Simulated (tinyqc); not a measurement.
# Electron mobility in a silicon inversion layer, empirical terms and Matthiessen rule: two studies

Inversion layer of sheet density Ns on a uniformly doped body, under a high-permittivity gate with an interlayer. The mobility terms are empirical power laws with prefactors chosen for the exercise; adding their inverses (Matthiessen) is itself an approximation.

Parameters, values chosen for the exercise; material values close to those of silicon:
```
symbol    value        unit                                                meaning
T           350           K                                            temperature
Eg         1.11          eV                                               band gap
eps_r      11.6                         relative permittivity of the semiconductor
Nc      3.55e19       cm^-3                 conduction-band density of states at T
Nv       3.4e19       cm^-3                    valence-band density of states at T
Vsb           1           V                                      reverse body bias
eta         0.5              weight of the inversion charge in the effective field
Ap          424  cm^2/(V s)           phonon-limited mobility at 1 MV/cm and 300 K
As          831  cm^2/(V s)                  roughness-limited mobility at 1 MV/cm
gs            2                                     exponent of the roughness term
Ac         3800  cm^2/(V s)                                      Coulomb prefactor
Nit      4.5e10       cm^-2                                charge at the interface
Ar          230  cm^2/(V s)              remote-phonon mobility without interlayer
ti          0.6          nm                                   interlayer thickness
lr          0.7          nm                         decay length of remote phonons
Ns       3.2e12       cm^-2                                      inversion density
```

Constants: q = 1.602176634e-19 C, kB = 1.380649e-23 J/K, Vt = kB T/q, eps0 = 8.8541878128e-14 F/cm where lengths are in cm. Results are converted to the units shown.

Each table varies one quantity; the others keep the values above.

## Universality: two dopings at the same effective field

ni = sqrt(Nc Nv) exp(-Eg/(2 Vt)), Eg in volts; Ndep = sqrt(2 eps0 eps_r Nb (2 Vt ln(Nb/ni) + Vsb)/q); E = q (Ndep + eta Ns)/(eps0 eps_r), in MV/cm. With t = T/(300 K): muC = Ac (Ns/1e12 cm^-2) t/(Nb/1e17 cm^-3 + Nit/1e11 cm^-2), muP = Ap E^(-1/3) t^(-1.75), muS = As E^(-gs), muR = Ar exp(2 ti/lr)/t; 1/mu is the sum of the inverses. For each E, Ns is chosen to give that field on bodies with Nb = 3e17 and 2.3e18 cm^-3; the last column leaves out muC.

Results:
columns A: E (MV/cm); B: Ns, light body (cm^-2); C: mu, light (cm^2/(V s)); D: Ns, heavy body (cm^-2); E: mu, heavy (cm^2/(V s)); F: without muC (cm^2/(V s))
```
A            B      C         D      E      F
1.25  1.073e13  161.5  8.750e11  82.19  163.4
1.42  1.291e13  145.5  3.055e12  117.0  146.8
1.6   1.522e13  130.6  5.362e12  116.4  131.5
1.81  1.791e13  115.4  8.055e12  107.8  116.0
2.31  2.432e13  87.34  1.447e13  84.86  87.58
2.61  2.817e13  74.67  1.831e13  73.25  74.83
2.95  3.253e13  63.13  2.267e13  62.31  63.23
```

Estimate the missing row, E = 2.05 MV/cm.

Computed row:
columns A: E (MV/cm); B: Ns, light body (cm^-2); C: mu, light (cm^2/(V s)); D: Ns, heavy body (cm^-2); E: mu, heavy (cm^2/(V s)); F: without muC (cm^2/(V s))
```
A            B      C         D      E      F
2.05  2.099e13  100.7  1.113e13  96.44  101.1
```

With this row back in the table: The heavily doped body has 0.509 of the mobility of the light one in the first row and 0.987 in the last; there they lie 1.5 % below and 0.15 % below the curve without Coulomb scattering, which depends on E alone. The heavy body leaves that curve at low E because its field comes mostly from depletion charge and few carriers screen.

## Effect of the body doping

Same model as above.

The same in every row: muR (cm^2/(V s)) = 1095.

Effect of the body doping:
```
Nb (cm^-3)  E (MV/cm)  muC (cm^2/(V s))  muP (cm^2/(V s))  muS (cm^2/(V s))  mu (cm^2/(V s))
2e16           0.3514           2.183e4             458.8              6731            304.2
4.4e16         0.4027           1.594e4             438.4              5125            289.7
9.7e16         0.4801              9991             413.5              3606            269.6
2.1e17         0.5932              5563             385.3              2362            243.2
4.7e17         0.7705              2755             353.1              1400            207.4
1e18            1.019              1358             321.8             800.8            166.5
2.3e18          1.431             605.0             287.3             405.6            117.5
5e18            2.013             281.2             256.4             205.1            75.50
```

What does the comparison show?

As Nb goes from 2e16 to 5e18 cm^-3, E rises from 0.351 to 2.01 MV/cm and mu falls from 304 to 75.5 cm^2/(V s). The smallest term is the phonon one in the first row and the roughness one in the last. At Nb = 5e18 cm^-3 E passes 1.5 MV/cm, beyond the usual range of such laws.

Numbers from tinyqc (`OMP_NUM_THREADS=1 python tinyqc.py 2510062 2510063 out.jsonl`; about 0.01 s on one thread of a shared Intel Xeon 2.30GHz).
